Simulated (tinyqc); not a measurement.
From a target to a composition: virtual-crystal alloy in the empirical-pseudopotential method. Five cases, with inputs chosen for the exercise.

Problem. The gap from the valence top to the fifth band at L = (1/2,1/2,1/2) is given; it is monotonic in x. Find x.

Empirical pseudopotential on the fcc lattice, atoms at +/- tau, tau = a (1,1,1)/8, no spin-orbit coupling. H(G,G') = c (2 pi/a)^2 |k + G|^2 delta + VS(q) cos(q.tau) + i VA(q) sin(q.tau), q = G - G', c = hbar^2/2m0; k and G in units of 2 pi/a; VS at |q|^2 = 3, 8, 11 and VA at 3, 4, 11, in rydberg, zero elsewhere. At each k the basis holds all G with |k + G|^2 up to 16; energies are counted from the fourth level at Gamma.

Virtual crystal A(1-x)B(x): a = (1 - x) a_A + x a_B. Rule linear: V = (1 - x) V_A + x V_B. Rule volume: V = [(1 - x) a_A^3 V_A + x a_B^3 V_B]/a^3, since a form factor is an atomic potential divided by the cell volume.

Constants: hbar^2/2m0 = 3.80998211 eV angstrom^2; Ry = 13.60569312 eV.

Find: x; a.

Case 1.

Values chosen (classic local form factors of the size used for Si (A) and Ge (B), which place X and L only to a few tenths of an eV; the results hold for these values, not for the real material): a = (5.431, 5.661) angstrom (lattice constants of A, B); VSA = (-0.206, 0.039, 0.081) Ry (symmetric form factors of A); VAA = (0, 0, 0) Ry (antisymmetric form factors of A); VSB = (-0.232, 0.011, 0.059) Ry (symmetric form factors of B); VAB = (0, 0, 0) Ry (antisymmetric form factors of B); rule = volume (mixing rule).

gap to L = 1.66735 eV

Solution.

x = 0.15
a = 5.465 angstrom

Bisect on x between the ends, where the gap to L is 1.798 and 0.942 eV; a straight line between them would give x = 0.15.

Case 2.

Values chosen (classic local form factors of the size used for Si (A) and Ge (B), which place X and L only to a few tenths of an eV; the results hold for these values, not for the real material): a = (5.434, 5.67) angstrom (lattice constants of A, B); VSA = (-0.209, 0.04, 0.081) Ry (symmetric form factors of A); VAA = (0, 0, 0) Ry (antisymmetric form factors of A); VSB = (-0.226, 0.01, 0.06) Ry (symmetric form factors of B); VAB = (0, 0, 0) Ry (antisymmetric form factors of B); rule = volume (mixing rule).

gap to L = 1.09894 eV

Solution.

x = 0.79
a = 5.620 angstrom

Bisect on x between the ends, where the gap to L is 1.853 and 0.908 eV; a straight line between them would give x = 0.80.

Case 3.

Values chosen (classic local form factors of the size used for GaAs (A) and GaP (B), which place X and L only to a few tenths of an eV; the results hold for these values, not for the real material): a = (5.65, 5.435) angstrom (lattice constants of A, B); VSA = (-0.235, 0.01, 0.059) Ry (symmetric form factors of A); VAA = (0.069, 0.049, 0.01) Ry (antisymmetric form factors of A); VSB = (-0.223, 0.031, 0.071) Ry (symmetric form factors of B); VAB = (0.119, 0.07, 0.019) Ry (antisymmetric form factors of B); rule = volume (mixing rule).

gap to L = 2.13934 eV

Solution.

x = 0.50
a = 5.543 angstrom

Bisect on x between the ends, where the gap to L is 1.653 and 2.632 eV; a straight line between them would give x = 0.50.

Case 4.

Values chosen (classic local form factors of the size used for GaAs (A) and GaP (B), which place X and L only to a few tenths of an eV; the results hold for these values, not for the real material): a = (5.648, 5.433) angstrom (lattice constants of A, B); VSA = (-0.234, 0.009, 0.059) Ry (symmetric form factors of A); VAA = (0.072, 0.049, 0.009) Ry (antisymmetric form factors of A); VSB = (-0.223, 0.029, 0.071) Ry (symmetric form factors of B); VAB = (0.118, 0.069, 0.02) Ry (antisymmetric form factors of B); rule = linear (mixing rule).

gap to L = 2.24700 eV

Solution.

x = 0.63
a = 5.513 angstrom

Bisect on x between the ends, where the gap to L is 1.653 and 2.553 eV; a straight line between them would give x = 0.66.

Case 5.

Values chosen (classic local form factors of the size used for Si (A) and Ge (B), which place X and L only to a few tenths of an eV; the results hold for these values, not for the real material): a = (5.422, 5.665) angstrom (lattice constants of A, B); VSA = (-0.207, 0.04, 0.079) Ry (symmetric form factors of A); VAA = (0, 0, 0) Ry (antisymmetric form factors of A); VSB = (-0.228, 0.011, 0.061) Ry (symmetric form factors of B); VAB = (0, 0, 0) Ry (antisymmetric form factors of B); rule = volume (mixing rule).

gap to L = 1.19004 eV

Solution.

x = 0.72
a = 5.597 angstrom

Bisect on x between the ends, where the gap to L is 1.757 and 0.983 eV; a straight line between them would give x = 0.73.

Computed by tinyqc, one run a case: `OMP_NUM_THREADS=1 python tinyqc.py N N+1 out.jsonl` with N = 1050105, 1050174, 1050181, 1050222, 1050254; one thread of a shared Intel(R) Xeon(R) Processor @ 2.30GHz, about 0.3 s a run at most.
